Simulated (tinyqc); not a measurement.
Silicon n-p-n transistor, Gummel numbers and transit times: two steps of the calculation.

One-dimensional n-p-n transistor in the forward active mode at low injection. In the base p(x) = NB exp(-eta x/wb) and ni(x)^2 = ni^2 exp((g0 + g1 x/wb)/Vt); electrons leave the base at vsat; band spikes at the emitter junction and recombination inside the emitter are ignored.

Values chosen for this exercise; band and dielectric values close to those of silicon:
- T = 300 K (temperature)
- Eg = 1.13 eV (band gap)
- eps_r = 11.6 (relative permittivity)
- Nc = 2.81e19 cm^-3 (conduction-band density of states at T)
- Nv = 2.69e19 cm^-3 (valence-band density of states at T)
- vsat = 9.8e6 cm/s (saturation velocity)
- wb = 210 nm (neutral base width)
- NB = 1.1e17 cm^-3 (base doping at the emitter edge)
- eta = 1.2 (doping falls as exp(-eta x/wb))
- g0 = 0 eV (gap reduction at the emitter edge of the base)
- g1 = 0 eV (further gap reduction across the base (linear))
- Dn = 5.9 cm^2/s (electron diffusion coefficient in the base)
- NE = 5.3e19 cm^-3 (emitter doping)
- gE = 0.128 eV (gap reduction in the emitter (negative: wider gap))
- we = 280 nm (neutral emitter width)
- Dp = 2.8 cm^2/s (hole diffusion coefficient in the emitter)
- Se = 6e6 cm/s (recombination velocity at the emitter contact)
- tb = 3e-8 s (electron lifetime in the base)
- NC = 8.7e15 cm^-3 (collector doping)
- VCB = 1.4 V (collector-base reverse bias)

Constants: q = 1.602176634e-19 C, kB = 1.380649e-23 J/K, Vt = kB T/q, eps0 = 8.8541878128e-14 F/cm where lengths are in cm. Results are converted to the units shown.

Question 1. Base Gummel number and transit time. f(x) = p(x) ni^2/ni(x)^2; I(x) = integral from x to wb of f/Dn, plus f(wb)/vsat; base Gummel number GB = I(0); electron density per unit flux n/(J/q) = I/f; base transit time tauB = integral of I/f over the base. Trapezoid rule on 10 equal steps.

Give: x; f; I; I/f; GB; tauB.

Answer 1.

```
point  x (nm)  f (cm^-3)  I (s/cm^4)  I/f (s/cm)
0         0.0   1.100e17    2.317e11    2.106e-6
1        21.0   9.756e16    1.947e11    1.996e-6
2        42.0   8.653e16    1.620e11    1.872e-6
3        63.0   7.674e16    1.329e11    1.732e-6
4        84.0   6.807e16    1.071e11    1.574e-6
5       105.0   6.037e16    8.427e10    1.396e-6
6       126.0   5.354e16    6.400e10    1.195e-6
7       147.0   4.749e16    4.602e10    9.690e-7
8       168.0   4.212e16    3.007e10    7.139e-7
9       189.0   3.736e16    1.593e10    4.263e-7
10      210.0   3.313e16     3.381e9    1.020e-7
```

GB = 2.317e11 s/cm^4
tauB = 27.25 ps

Question 2. Gain, Early voltage and collector delay. ni = sqrt(Nc Nv) exp(-Eg/(2 Vt)), Eg in volts; GE = NE exp(-gE/Vt)(we/Dp + 1/Se); JC = J0 exp(VBE/Vt), J0 = q ni^2/GB; gain limited by back injection GE/GB, by base recombination tb/tauB, together 1/beta = the sum of the inverses; collector layer one-sided, Wc = sqrt(2 eps0 eps_r (Vbc + VCB)/(q NC)), Vbc = Vt ln(p(wb) NC/ni^2), Cjc = eps0 eps_r/Wc; Early voltage VA = GB q p(wb)/(f(wb) Cjc [1/Dn - (eta + g1/Vt)/(wb vsat)]), f(wb) = p(wb) exp(-(g0 + g1)/Vt), p(wb) = NB exp(-eta); tauC = Wc/(2 vsat).

GB = 2.3165448e11 s/cm^4
tauB = 27.252384 ps

Give: ni; GE; J0; GE/GB; tb/tauB; beta; Wc; Cjc; VA; tauC.

Answer 2.

ni = 8.8644e9 cm^-3
GE = 3.8120e12 s/cm^4
J0 = 5.4346e-11 A/cm^2
GE/GB = 16.455
tb/tauB = 1100.8
beta = 16.213
Wc = 562.62 nm
Cjc = 0.18256 fF/um^2
VA = 12.423 V
tauC = 2.8705 ps

The gain is limited more by back injection into the emitter. beta VA = 201 V.

Range of the model: The collector doping exceeds a tenth of the base doping at that edge, so the collector layer reaches noticeably into the base. Heavy doping makes emitter or base degenerate; gE and g0 are to be read as apparent gap changes that include this.

Numbers from tinyqc (`OMP_NUM_THREADS=1 python tinyqc.py 2320165 2320166 out.jsonl`; about 0.01 s on one thread of a shared Intel Xeon 2.30GHz).
